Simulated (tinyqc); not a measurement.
## From single traps to 1/f noise

13 half-filled traps with time constants tau_j = 9e-8 s times 10^(0.5 j), j = 0..12, each shift the threshold by a = 1.6 uV when filled and give the Lorentzian a^2 tau/(1 + (2 pi f tau)^2). For time constants spread evenly in ln tau the sum tends to a^2/(4 f ln(10^0.5)). slope = d ln S/d ln f.

Results:
```
f (Hz),S (uV^2/Hz),1/f limit (uV^2/Hz),slope,j of the largest term
0.01,0.33695,55.590,-4.5157e-5,12
0.1,0.33620,5.5590,-0.0044981,12
1,0.27880,0.55590,-0.31967,12
30,0.018146,0.018530,-0.98069,10
1000,5.5504e-4,5.5590e-4,-0.99947,6
30000,1.8409e-5,1.8530e-5,-1.0068,4
1e6,4.5126e-7,5.5590e-7,-1.2208,0
1e8,1.0535e-10,5.5590e-9,-1.9996,0
```

Estimate the missing row, f = 1e7 Hz.

Computed row:
```
f (Hz),S (uV^2/Hz),1/f limit (uV^2/Hz),slope,j of the largest term
1e7,1.0311e-8,5.5590e-8,-1.9575,0
```

With this row back in the table: Below the slowest trap (1/(2 pi tau) = 1.8 Hz) the spectrum is flat, slope 0.00 in the first row; above the fastest (1.8e6 Hz) the slope tends to -2 (-2.00 in the last row). In between, at 30, 1000 and 30000 Hz, the slopes are -0.98, -1.00 and -1.01, and S is 0.15 % below the 1/f limit at 1000 Hz.

Computed by the program tinyqc: `OMP_NUM_THREADS=1 python tinyqc.py 2150061 2150062 out.jsonl`, one thread of a shared Intel Xeon 2.30GHz, about 0.01 s for the whole run.
